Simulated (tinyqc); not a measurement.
# Ferroelectric switching, Landau-Khalatnikov equation: switching time against field

One domain: rho dP/dt = E - (2 al P + 4 be P^3), with al = -3 sqrt(3) Ec/(4 Pr), be = 3 sqrt(3) Ec/(8 Pr^3), so that the static loop has remanence Pr and coercive field Ec. With P in uC/cm^2, E in kV/cm, rho in ohm m and t in ns, dP/dt = [E - 2 al P - 4 be P^3]/(100 rho).

In the constant field E = Em the time to go from -Pr to 0 is the integral of dP/(dP/dt); tau = 100 rho/(-4 al). Near Ec the bottleneck estimate is pi 100 rho/sqrt(c (Em - Ec)) with c = 12 be Pr/sqrt(3); for large fields the time tends to 100 rho Pr/Em.

Inputs (values chosen for the exercise); remanent polarisation and coercive field close to those of lead zirconate titanate films:
```
symbol  value     unit                        meaning
Pr         35  uC/cm^2          remanent polarisation
Ec         82    kV/cm          static coercive field
rho       4.5    ohm m  viscosity of the polarisation
```

Result of one run:
```
Em (kV/cm),Em/Ec,time (ns),time/tau,bottleneck estimate (ns),large-field limit (ns)
446,5.439,40.26,1.089,135.0,35.31
```

What becomes of these results when the field amplitude Em is changed from 446 to 104 kV/cm, all else the same?

Result of the changed run:
```
Em (kV/cm),Em/Ec,time (ns),time/tau,bottleneck estimate (ns),large-field limit (ns)
104,1.268,395.7,10.71,549.2,151.4
```

The whole series:
```
Em (kV/cm),Em/Ec,time (ns),time/tau,bottleneck estimate (ns),large-field limit (ns)
84.8,1.034,1383,37.41,1539,185.7
87.5,1.067,941.3,25.46,1098,180.0
93.1,1.135,616.7,16.68,773.1,169.2
104,1.268,395.7,10.71,549.2,151.4
127,1.549,238.0,6.438,384.0,124.0
172,2.098,138.2,3.740,271.5,91.57
263,3.207,76.11,2.059,191.5,59.89
446,5.439,40.26,1.089,135.0,35.31
812,9.902,20.78,0.5622,95.34,19.40
```

The switching time falls from 1380 to 20.8 ns. Against Em - Ec it goes with exponent -0.57 between the first two rows (-1/2 at a saddle-node bottleneck) and -0.95 between the last two. The bottleneck estimate is 11 % above the time in the first row, the large-field limit 6.7 % below it in the last.

Program tinyqc, `OMP_NUM_THREADS=1 python tinyqc.py 2860048 2860049 out.jsonl`; Intel Xeon 2.30GHz, shared host, one thread, about 0.01 s.
